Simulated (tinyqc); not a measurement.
Polytypes by hexagonality, and a cubic inclusion as a quantum well: one step. The bound level without the field.

Gap: E3 + (Es - E3) h/hs for h up to hs, then linear from Es to E2 at h = 1. Valence top Ev2 h and polarisation P2 h, both counted from 3C; Ec = Ev + gap.

A cubic inclusion of width L = N d in the host (h = 0.3333) is a well of depth V = Ec(host) - Ec(3C). Square well with mass mismatch: k tan(k L/2) = (m_w/m_b) q, k = sqrt(m_w E/c), q = sqrt(m_b (V - E)/c), c = hbar^2/2m0, lowest root. The depth of the level, V - E, is its binding, and the transition to the valence top of the host is gap(host) - (V - E). The step in polarisation gives a field |F| = |P|/(eps eps0) in a thin inclusion, eps0 = 8.8541878e-12 F/m.

Constants: hbar^2/2m0 = 3.80998211 eV angstrom^2.

Parameters, chosen for this exercise (of the order of those of SiC; the results hold for these values, not for the real material): E3 = 2.413 eV (gap of the cubic polytype); E2 = 3.347 eV (gap of 2H); Ev2 = 0.136 eV (valence top of 2H above that of 3C); P2 = -0.0431 C/m^2 (spontaneous polarisation of 2H); Es = 3.297 eV (gap at the hexagonality hs); hs = 0.5 (hexagonality up to which the first line holds); m = (0.29, 0.338) m0 (electron mass along c in the cubic layer and in the host); d = 2.518 angstrom (thickness of a double layer); eps = 10 (dielectric constant); N = 3 (double layers in the cubic inclusion).

Question. Give V, L, the level E, its depth below the host conduction edge and the transition to the valence top of the host, gap(host) - (V - E).

Give: V; L; E above the bottom; depth below the host edge; transition.

Answer.

V = 0.6347 eV
L = 7.554 angstrom
E above the bottom = 0.3827 eV
depth below the host edge = 0.2520 eV
transition = 2.7503 eV

The level keeps 40 % of the well depth. The transition lies above the gap of 3C itself (2.413 eV). At a few layers the effective-mass picture is only a guide.

(tinyqc, `OMP_NUM_THREADS=1 python tinyqc.py 1850108 1850109 out.jsonl`, Intel(R) Xeon(R) Processor @ 2.30GHz, 1 thread, shared host, about 0.04 s.)
